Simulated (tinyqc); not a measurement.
Rapid thermal processing of a wafer: radiative balance, ramp and cooling, pattern effects, pyrometer error and spike budget: one step, computed by the program tinyqc. Command: `OMP_NUM_THREADS=1 python tinyqc.py 3110110 3110111 out.jsonl rtp walk`. One thread of a shared host (Intel(R) Xeon(R) Processor @ 2.30GHz), about 0.04 s of CPU time with the checks.

The wafer is opaque and uniform through its thickness unless said otherwise; temperatures in formulas are in kelvin (C + 273.15). sigma = 5.670374419e-12 W/(cm^2 K^4).

Task: Pattern effect. At steady state a sinusoidal change of absorbed power of relative amplitude a and period p gives the temperature amplitude a q/(dq/dT + k d (2 pi/p)^2); healing length l = sqrt(k d/(dq/dT)); process change = E_a dT/(k_B T^2). Emissivity is taken as unchanged.

Inputs (values chosen for the exercise, modelled on a hot silicon wafer):

| quantity | value | unit |
|---|---|---|
| wafer thickness d | 525 | micrometre |
| thermal conductivity k | 0.28 | W/(cm K) |
| wall temperature T_w | 500 | K |
| process temperature | 793 | C |
| relative change of absorptivity over a pattern | 13 | % |
| period of the pattern | 2.4 | mm |
| activation energy of the process E_a | 2 | eV |

dq/dT = 23.38971 mW/(cm^2 K)

holding power q = 6.401422 W/cm^2

Constants: k_B = 8.617333262e-05 eV/K.

Give: healing length l; amplitude without lateral conduction; amplitude; change of the process rate.

Result:

healing length l = 7.9277 mm

amplitude without lateral conduction = 35.579 K

amplitude = 0.082406 K

change of the process rate = 0.16826 %

Lateral conduction cuts the amplitude to 0.23 %, since p/(2 pi l) = 0.048.
